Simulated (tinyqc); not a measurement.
Lateral field, substrate current, probability of reaching the oxide barrier and hot-carrier lifetime of a silicon transistor (pseudo-two-dimensional and lucky-electron models): one step, computed by the program tinyqc.

Local-field models: a lucky carrier gains its energy at the peak field over a path free of collisions. Voltages are magnitudes.

Task: Hot-carrier currents and lifetime. C_ox = 3.9 eps_0/t; F_sat = 2 v_s/mu; V_Dsat = V_ov F_sat L/(V_ov + F_sat L), V_ov = V_G - V_T; I_D/W = C_ox v_s (V_ov - V_Dsat). Scale length l = 0.22 t^(1/3) x_j^(1/2) (all in cm); F_m = sqrt(((V_D - V_Dsat)/l_e)^2 + F_sat^2), with l_e = l; length of the velocity-saturated region l_e ln((V_D - V_Dsat)/(l_e F_sat) + F_m/F_sat). Substrate current I_sub/I_D = (A_i/B_i)(V_D - V_Dsat) exp(-B_i/F_m); probability of reaching the oxide barrier exp(-phi_b/(e lambda F_m)); lifetime tau = (H/(I_D/W)) exp(phi_it/(e lambda F_m)).

Inputs (values chosen for the exercise, modelled on a silicon n-channel):
```
quantity                             value                      unit
channel length L                       630                        nm
oxide thickness t                       12                        nm
junction depth x_j                     150                        nm
mobility mu                            390                cm^2/(V s)
saturation velocity v_s               0.84                  1e7 cm/s
threshold voltage V_T                  0.6                         V
gate voltage V_G                       1.5                         V
drain voltage V_D                        3                         V
ionisation prefactor A_i           1.8e+06                      1/cm
ionisation field B_i                  1.77                     MV/cm
hot-carrier mean free path lambda        8                        nm
oxide barrier phi_b                    3.1                        eV
interface-trap threshold phi_it        3.7                        eV
lifetime constant H                    700  s microampere/micrometre
```

Drain: abrupt.

Constants: eps_0 = 8.8541878128e-12 F/m.

Give: I_sub/I_D; substrate current I_sub/W; probability of reaching phi_b; lifetime tau; exponent m = phi_it/(e lambda B_i).

Result:

I_sub/I_D = 0.002631

substrate current I_sub/W = 0.1425 microampere/micrometre

probability of reaching phi_b = 3.421e-07

lifetime tau = 6.739e+08 s

exponent m = phi_it/(e lambda B_i) = 2.613

Since both exponentials depend on 1/F_m, tau I_D scales about as (I_sub/I_D)^(-m) with m = 2.61, which lets I_sub serve as the monitor. The lifetime is 2.14 times ten years (3.156e8 s).
